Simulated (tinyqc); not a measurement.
## LED efficiency against current

ABC model of an LED: J = q da (A n + Ba n^2 + Ca n^3), IQE = Ba n^2/(A n + Ba n^2 + Ca n^3), differential lifetime 1/(A + 2 Ba n + 3 Ca n^2).

Values chosen for this exercise:

| symbol | value | unit | meaning |
|---|---|---|---|
| A | 1.4e5 | 1/s | defect coefficient of the active layer |
| Ba | 9.7e-11 | cm^3/s | radiative coefficient of the active layer |
| Ca | 2.3e-31 | cm^6/s | Auger coefficient of the active layer |
| da | 6 | nm | thickness of the active layer |

Constants: q = 1.602176634e-19 C. Results are converted to the units shown.

Results:
```
J (A/cm^2)  n (cm^-3)  IQE (%)  defect share (%)  Auger share (%)  differential lifetime (ns)
0.02         4.559e16    96.92             3.068          0.01048                       111.3
0.08         9.190e16    98.43             1.546          0.02145                       55.64
0.3          1.786e17    99.16            0.8013          0.04199                       28.73
1            3.266e17    99.48            0.4396          0.07705                       15.73
6            8.007e17    99.63            0.1796           0.1892                       6.414
100          3.261e18    99.19           0.04389           0.7671                       1.562
400          6.499e18    98.46           0.02187            1.517                      0.7751
2000         1.440e19    96.69          0.009690            3.302                      0.3405
```

Estimate the missing row, J = 20 A/cm^2.

Computed row:
```
J (A/cm^2)  n (cm^-3)  IQE (%)  defect share (%)  Auger share (%)  differential lifetime (ns)
20           1.461e18    99.56           0.09833           0.3450                       3.508
```

With this row back in the table: The IQE goes from 96.9 through a maximum of 99.6 (at J = 6 A/cm^2 among the rows listed) to 96.7 %. The exact peak, Q/(Q + 2) = 99.6 % with Q = Ba/sqrt(A Ca) = 541, lies at n = sqrt(A/Ca) = 7.80e17 cm^-3, J = 5.70 A/cm^2, where the defect and Auger shares are equal. n goes as J^(0.51) at the low end and J^(0.49) at the high end.

Program tinyqc, `OMP_NUM_THREADS=1 python tinyqc.py 2300009 2300010 out.jsonl`; Intel Xeon 2.30GHz, shared host, one thread, about 0.01 s.
